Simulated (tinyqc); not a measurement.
# Worked calculation: band bending at a free surface with a continuum of surface states, surface photovoltage and Kelvin probe

Program tinyqc, `OMP_NUM_THREADS=1 python tinyqc.py 2430092 2430093 out.jsonl`; Intel Xeon 2.30GHz, shared host, one thread, about 0.01 s. Printed values are rounded.

n-type bulk, xi = Ec - EF = Vt ln(Nc/Nd), p0 = ni^2/Nd, ni = sqrt(Nc Nv) exp(-Eg/(2 Vt)), Eg in volts. b is the upward band bending, u = b/Vt. Space charge per area, in units of q: Qc = sign(b) sqrt((2 eps0 eps_r Vt/q) [(Nd + dn)(exp(-u) - 1) + Nd u + (p0 + dn)(exp(u) - 1)]), with dn the excess density under light (flat quasi-Fermi levels; 0 in the dark). The states hold -Ds (E0 - xi - b): negative while the Fermi level lies above the neutrality level. Neutrality: Qc + Qf + (charge of the states) = 0.

Inputs (values chosen for the exercise); band and dielectric values close to those of gallium arsenide: temperature T = 300 K; band gap Eg = 1.44 eV; relative permittivity eps_r = 12.9; conduction-band density of states at T Nc = 4.34e17 cm^-3; valence-band density of states at T Nv = 8.89e18 cm^-3; electron affinity chi = 4 eV; donor density Nd = 1.2e15 cm^-3; fixed positive charge at the surface Qf = 1.3e10 cm^-2; work function of the probe tip pt = 5 eV; density of surface states Ds = 3.3e12 cm^-2 eV^-1; depth of their neutrality level below the conduction edge E0 = 0.37 eV; excess carrier density under light dn = 6.8e9 cm^-3.

Constants: q = 1.602176634e-19 C, kB = 1.380649e-23 J/K, Vt = kB T/q, eps0 = 8.8541878128e-14 F/cm where lengths are in cm. Results are converted to the units shown.

## Bulk quantities

xi, ni, p0, the Debye length sqrt(eps0 eps_r Vt/(q Nd)) and the flat-band work function chi + xi.

xi = 0.1522870 eV
ni = 1.576624e6 cm^-3
p0 = 0.002071452 cm^-3
Debye length = 123.9283 nm
chi + xi = 4.152287 eV

## Iteration 1: band bending in the dark

b at the start = 0.17 V

Fixed-point step: b(new) = E0 - xi - (Qc(b) + Qf)/Ds.

b after iteration 1 = 0.1987227 V

## Iteration 2: band bending in the dark

As before.

b after iteration 2 = 0.1972927 V

## Course of the iteration

Stop when b changes by less than 1e-10 V, or after 40 iterations.

Course of the iteration:

| iteration | b (V) | change (V) |
|---|---|---|
| 1 | 0.1987227 | 0.0287 |
| 2 | 0.1972927 | 1.43e-3 |
| 3 | 0.1973610 | 6.83e-5 |
| 4 | 0.1973577 | 3.27e-6 |
| 5 | 0.1973579 | 1.56e-7 |
| 6 | 0.1973579 | 7.47e-9 |
| 7 | 0.1973579 | 3.57e-10 |
| 8 | 0.1973579 | 1.71e-11 |

Converged in 8 iterations. The step multiplies the error by -(dQc/db)/Ds = -0.048.

## Work function and Kelvin-probe reading

converged b = 0.1973579 V

Work function chi + xi + b; contact potential difference CPD = (work function of the sample) - pt. Depth of EF below Ec at the surface: xi + b. Depletion width Qc/Nd.

xi + b = 0.3496448 eV
Qc = 5.417201e10 cm^-2
Qc/Nd = 451.4334 nm
work function = 4.349645 eV
CPD = -650.3552 mV

The Fermi level lies 20.4 meV above the neutrality level.

## Surface photovoltage

Under chopped light the surface charge keeps its dark value, so b falls to bL with Qc(bL, dn) = Qc(b, 0); the photovoltage is b - bL. Qc rises with b, so bL follows by bisection.

bL = 0.1970586 V
photovoltage = 0.2992589 mV
share of b removed = 0.1516326 %
excess holes at the surface, dn exp(bL/Vt) = 1.389786e13 cm^-3
